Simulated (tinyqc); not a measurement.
Empirical pseudopotential in a few plane waves, step by step. One step of it, computed by the program tinyqc.

Task: Bloch Hamiltonian at k. Basis: the 15 shortest G (labels in 2 pi/a), the same at every k. H(G,G') = c |k + G|^2 delta + VS(|G-G'|^2) cos((G-G').tau) + i VA sin((G-G').tau), tau = a/8 (1,1,1); 1 Ry = 13.605693 eV.

Parameters chosen for this model: fcc lattice, atoms at +/- a/8 (1,1,1); form factors in rydberg at |G|^2 in units of (2 pi/a)^2:
```
parameter                 value      unit
a                      5.880000  angstrom
VS(3)                 -0.211000        Ry
VS(8)                  0.018000        Ry
VS(11)                 0.035000        Ry
VA(3)                         0        Ry
VA(4)                         0        Ry
VA(11)                        0        Ry
hbar^2/2m (2 pi/a)^2   4.350388        eV
```

k point k (2 pi / a): 0.360000  -0.370000  -0.240000

Give: H(k) at k.

Result:

H(k) at k (eV), lower triangle:
```
        +0+0+0  -1-1-1  -1-1+1  -1+1-1  -1+1+1  +1-1-1  +1-1+1  +1+1-1
+0+0+0   1.410
-1-1-1   2.030  16.636
-1-1+1  -2.030   0.000  12.460
-1+1-1  -2.030   0.000   0.245  10.198
-1+1+1  -2.030  -0.245   0.000   0.000   6.021
+1-1-1  -2.030   0.000   0.245   0.245   0.000  22.901
+1-1+1  -2.030  -0.245   0.000   0.000   0.245   0.000  18.725
+1+1-1  -2.030  -0.245   0.000   0.000   0.245   0.000   0.245  16.462
+1+1+1   2.030   0.000  -0.245  -0.245   0.000  -0.245   0.000   0.000
-2+0+0   0.000  -2.030  -2.030  -2.030   2.030   0.337  -0.337  -0.337
+0-2+0   0.000  -2.030  -2.030   0.337  -0.337  -2.030   2.030  -0.337
+0+0-2   0.000  -2.030   0.337  -2.030  -0.337  -2.030  -0.337   2.030
+0+0+2   0.000  -0.337   2.030  -0.337  -2.030  -0.337  -2.030   0.337
+0+2+0   0.000  -0.337  -0.337   2.030  -2.030  -0.337   0.337  -2.030
+2+0+0   0.000  -0.337  -0.337  -0.337   0.337   2.030  -2.030  -2.030

        +1+1+1  -2+0+0  +0-2+0  +0+0-2  +0+0+2  +0+2+0  +2+0+0
+1+1+1  12.286
-2+0+0  -0.337  12.547
+0-2+0  -0.337   0.245  25.250
+0+0-2  -0.337   0.245   0.245  22.988
+0+0+2  -2.030  -0.245  -0.245   0.000  14.635
+0+2+0  -2.030  -0.245   0.000  -0.245   0.245  12.373
+2+0+0  -2.030   0.000  -0.245  -0.245   0.245   0.245  25.076
```
